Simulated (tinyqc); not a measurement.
Worked calculation: plane-wave Kohn-Sham cycle with exchange-only LDA in a layered model solid. One step of it, computed by the program tinyqc.

Question. Iteration 2: levels at that k. Diagonalise the Hermitian matrix.

H (hartree), order -3, -2, -1, +0, +1, +2, +3:
$$\begin{pmatrix}
10.786940 & -0.049344 & 0.000090 & 0.000001 & 0.000000 & 0.000000 & 0.000000 \\
-0.049344 & 4.618437 & -0.049344 & 0.000090 & 0.000001 & 0.000000 & 0.000000 \\
0.000090 & -0.049344 & 0.917335 & -0.049344 & 0.000090 & 0.000001 & 0.000000 \\
0.000001 & 0.000090 & -0.049344 & -0.316365 & -0.049344 & 0.000090 & 0.000001 \\
0.000000 & 0.000001 & 0.000090 & -0.049344 & 0.917335 & -0.049344 & 0.000090 \\
0.000000 & 0.000000 & 0.000001 & 0.000090 & -0.049344 & 4.618437 & -0.049344 \\
0.000000 & 0.000000 & 0.000000 & 0.000001 & 0.000090 & -0.049344 & 10.786940
\end{pmatrix}$$

Give: eigenvalues.

Answer.

eigenvalues (hartree): [-0.3203, 0.9166, 0.9207, 4.6187, 4.6187, 10.7873, 10.7873]
